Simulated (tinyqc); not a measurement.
Resistance of a source-drain extension with a graded tip: one step of the calculation.

y runs along the channel, the gate covers y > 0. The doping is N0 for y < y0 and N0 10^(-(y - y0)/la) beyond, uniform over the depth xj. Sheet conductance s(y) = q mu(N) max(N - Nch, 0) xj + (for y > 0) ma Cox Vo, with mu(N) = u0 + (u1 - u0)/(1 + (N/Nr)^au) and Cox = eps0 eox/tox. Current is taken as one-dimensional; depletion of the tip, spreading and the contact are left out. The metallurgical junction lies at yj, where N = Nch.

Problem. Resistance of the overlapped part. Midpoint rule on 8 equal steps from 0 to yj: R_ov = sum h/s(y), per width.

Inputs (values chosen for the exercise); mobility law close to that of holes in silicon: relative permittivity of the gate insulator (close to silicon dioxide) eox = 3.9; insulator thickness tox = 2.4 nm; active doping of the extension far from the gate N0 = 5.8e19 cm^-3; lateral abruptness la = 5 nm/decade; position under the gate where the fall begins (gate edge at 0) y0 = 5 nm; depth of the extension xj = 29 nm; channel doping Nch = 3.3e18 cm^-3; gate overdrive Vo = 0.81 V; mobility of the gate-induced layer ma = 48 cm^2/(V s); mobility at low doping u1 = 470.5 cm^2/(V s); mobility at high doping u0 = 44.9 cm^2/(V s); reference doping Nr = 2.23e17 cm^-3; exponent au = 0.719.

Constants: q = 1.602176634e-19 C, eps0 = 8.8541878128e-14 F/cm where lengths are in cm. Results are converted to the units shown.

Give: y; N; doped conductance; sheet resistance; R_ov.

Solution.

| point | y (nm) | N (cm^-3) | doped conductance (uS) | sheet resistance (ohm/square) |
|---|---|---|---|---|
| 0 | 0.70154 | 5.8000e19 | 1336.0 | 718.42 |
| 1 | 2.1046 | 5.8000e19 | 1336.0 | 718.42 |
| 2 | 3.5077 | 5.8000e19 | 1336.0 | 718.42 |
| 3 | 4.9107 | 5.8000e19 | 1336.0 | 718.42 |
| 4 | 6.3138 | 3.1671e19 | 746.51 | 1246.2 |
| 5 | 7.7169 | 1.6598e19 | 390.90 | 2237.9 |
| 6 | 9.1200 | 8.6983e18 | 184.11 | 4165.8 |
| 7 | 10.523 | 4.5585e18 | 51.766 | 9284.5 |

R_ov = 27.792 ohm um

Program tinyqc, `OMP_NUM_THREADS=1 python tinyqc.py 2282055 2282056 out.jsonl`; Intel Xeon 2.30GHz, shared host, one thread, about 0.05 s.
